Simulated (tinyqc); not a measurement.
# Worked calculation: free and trapped electrons in a MOS channel with a dense trap tail

Program tinyqc, `OMP_NUM_THREADS=1 python tinyqc.py 2222214 2222215 out.jsonl`; Intel Xeon 2.30GHz, shared host, one thread, about 0.02 s. Printed values are rounded.

p-type body, charge-sheet picture, full ionisation (an idealisation for deep acceptors), Boltzmann statistics for free electrons. e = Ec - EF at the surface. Acceptor-like traps of density D(E) = D0 + De exp(-E/Ew) at depth E below Ec, from 0 to Eu, hold n_t = integral of D(E)/(1 + exp((e - E)/Vt)). psi = Eg - Vt ln(Nv/Na) - e; N_dep = sqrt(2 eps0 eps_r Na (psi - Vt)/q); n_f = sqrt(N_dep^2 + 2 eps0 eps_r Vt Nc exp(-e/Vt)/q) - N_dep; Vg = Vfb + psi + q (N_dep + n_t + n_f)/Cox, Cox = eps0 eox/tox.

Inputs (values chosen for the exercise); band and dielectric values close to those of 4H silicon carbide: temperature T = 300 K; band gap Eg = 3.21 eV; relative permittivity eps_r = 9.8; conduction-band density of states at T Nc = 1.68e19 cm^-3; valence-band density of states at T Nv = 2.52e19 cm^-3; relative permittivity of the insulator eox = 3.9; insulator thickness tox = 41 nm; acceptor density Na = 4.5e16 cm^-3; flat-band voltage without trapped charge Vfb = -2.25 V; constant background density of acceptor-like traps D0 = 3.3e10 cm^-2 eV^-1; density of the tail at the conduction edge De = 3.1e13 cm^-2 eV^-1; decay energy of the tail Ew = 0.1 eV; depth below Ec down to which the traps reach Eu = 0.5 eV; mobility of free electrons mf = 170 cm^2/(V s); Ec - EF at the surface e = 0.106 eV.

Constants: q = 1.602176634e-19 C, kB = 1.380649e-23 J/K, Vt = kB T/q, eps0 = 8.8541878128e-14 F/cm where lengths are in cm. Results are converted to the units shown.

## Trapped charge

Trapezoid rule on 12 equal steps from 0 to Eu, f = 1/(1 + exp((e - E)/Vt)).

| point | E (eV) | D(E) f (cm^-2 eV^-1) |
|---|---|---|
| 0 | 0 | 5.05785e11 |
| 1 | 0.0416667 | 1.56932e12 |
| 2 | 0.0833333 | 3.96853e12 |
| 3 | 0.125 | 6.02533e12 |
| 4 | 0.166667 | 5.37394e12 |
| 5 | 0.208333 | 3.82001e12 |
| 6 | 0.25 | 2.56785e12 |
| 7 | 0.291667 | 1.70923e12 |
| 8 | 0.333333 | 1.13872e12 |
| 9 | 0.375 | 7.62027e11 |
| 10 | 0.416667 | 5.13616e11 |
| 11 | 0.458333 | 3.49843e11 |
| 12 | 0.5 | 2.41876e11 |

n_t = 1.17384e12 cm^-2

With 1600 steps n_t = 1.176e12 cm^-2; the coarse value is 0.20 % below it.

## Charges and gate voltage

psi, N_dep, n_f and Vg as defined, with the n_t given; free share n_f/(n_f + n_t); apparent mobility mf n_f/(n_f + n_t); gate voltage spent on traps q n_t/Cox.

psi = 2.94041 V
N_dep = 1.19190e12 cm^-2
n_f = 3.22603e10 cm^-2
Vg = 5.25215 V
free share = 2.67475 %
apparent mobility = 4.54708 cm^2/(V s)
gate voltage spent on traps = 2.23301 V
